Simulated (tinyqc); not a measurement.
Field-effect mobility of a thin-film transistor with band-tail and deep states (multiple trapping): one step, computed by the program tinyqc.

A thick film in accumulation at small drain voltage. Only free electrons move; trapped ones still screen the gate. N_c and mu_0 are held fixed when T changes, leaving out the T^(3/2) growth of N_c. x = E_0 - psi is the distance of the Fermi level below the band edge.

Task: Free and trapped densities. F_j(eta) = int_0^infinity x^j/(1 + exp(x - eta)) dx, without a gamma-function factor. Integrals over x = E/(k_B T) use 160 Gauss-Legendre points in u = sqrt(x) from 0 to sqrt(max(eta, 0) + 32). Free n(x) = N_c (2/sqrt(pi)) F_1/2(-x/k_B T), with F_1/2 from its two-term series in exp(-x/k_B T) for x >= 12 k_B T; tail n_t(x) = int_0^1.2eV g_t exp(-E/E_t)/(1 + exp((x - E)/k_B T)) dE, E counted down from the edge, 120 Gauss-Legendre points; space charge rho(psi) = n + n_t less its value at psi = 0.

Inputs (values chosen for the exercise, modelled on amorphous silicon):

| quantity | value | unit |
|---|---|---|
| effective density of states N_c | 2.1e+20 | 1/cm^3 |
| tail density at the edge g_t | 3.2e+21 | 1/(eV cm^3) |
| tail width E_t | 24 | meV |
| temperature T | 250 | K |

Deep states: none.

Constants: k_B = 8.617333262e-05 eV/K.

Give: Local densities at x = 0.4, 0.3, 0.2, 0.15, 0.1, 0.05, 0 and -0.05 eV.

Result:

Local densities at x = 0.4, 0.3, 0.2, 0.15, 0.1, 0.05, 0 and -0.05 eV:

| x (eV) | n (1/cm^3) | n_t (1/cm^3) | n/(n + n_t) |
|---|---|---|---|
| 0.40 | 1.814e+12 | 3.377e+13 | 0.0510 |
| 0.30 | 1.881e+14 | 1.950e+15 | 0.0880 |
| 0.20 | 1.952e+16 | 1.021e+17 | 0.1604 |
| 0.15 | 1.987e+17 | 6.854e+17 | 0.2248 |
| 0.10 | 2.018e+18 | 4.137e+18 | 0.3278 |
| 0.05 | 1.994e+19 | 1.977e+19 | 0.5021 |
| 0.00 | 1.607e+20 | 5.432e+19 | 0.7474 |
| -0.05 | 6.961e+20 | 7.345e+19 | 0.9046 |

E_t/k_B T = 1.11: deep in the tail n_t follows exp(-x/E_t), more slowly than n, so the free share grows as the Fermi level rises.
